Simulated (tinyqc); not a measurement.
Leaving out one process at a time: Debye-Callaway model of lattice thermal conductivity. Computed by tinyqc, a small Python program. Command: `OMP_NUM_THREADS=1 python tinyqc.py 3013732 3013733 out.jsonl callaway walk`. One thread of a shared host (Intel(R) Xeon(R) Processor @ 2.30GHz), about 0.01 s of CPU time with the checks.

Three acoustic branches with one velocity v, cut at omega_D = k_B Theta/hbar; x = hbar omega/(k_B T). v and Theta are separate inputs: Theta cuts off the heat-carrying modes, so C need not reach 3 k_B/V. gamma is an effective value that sets the umklapp rate.

Inputs (values chosen for the exercise, modelled on silicon carbide): sound velocity v = 8790 m/s; Debye temperature Theta = 1090 K; volume per atom V = 10.4 angstrom^3; mean atomic mass M = 20.05 u; effective Grueneisen parameter gamma = 2.39; umklapp exponent divisor b = 3; alloy fraction f = 0.42; mass difference Delta M = 6.56 u; Casimir length L = 2600 micrometre; temperature T = 20 K.

Sample: crystal. Point defects: alloy. Normal processes: left out.

Constants: k_B = 1.380649e-23 J/K; hbar = 1.054571817e-34 J s; u = 1.6605390666e-27 kg.

Method:
- For a random alloy on all sites Gamma = f (1 - f) (Delta M/M)^2, with M the mean mass; strain-field scattering is left out. A = V Gamma/(4 pi v^3).
- Rates: point defects A omega^4; umklapp B omega^2 T exp(-Theta/(b T)) with B = hbar gamma^2/(M v^2 Theta). Boundaries: v/L.
- kappa_1 = c int tau_C g dx, g = x^4 e^x/(e^x - 1)^2, c = (k_B/(2 pi^2 v)) (k_B T/hbar)^3, over 0 < x < min(Theta/T, 40), by 96 Gauss-Legendre points in s with x = x_max s^2; tau_C = tau_R, the inverse of the summed rates, and kappa = kappa_1.

Rayleigh coefficient A = 3.17770e-44 s^3

Conductivity at T:
```
case                   kappa (W/(m K))  ratio to all
all processes                   490.67             1
without point defects            10976        22.368
without boundaries          2.9775e+06        6068.3
without umklapp                 490.67        1.0000
```

What does the comparison show, and why?

Removing boundaries raises kappa most, by a factor 6070; removing umklapp gives only 1.00. Without boundaries the long waves are held back only by the omega^2 umklapp rate.
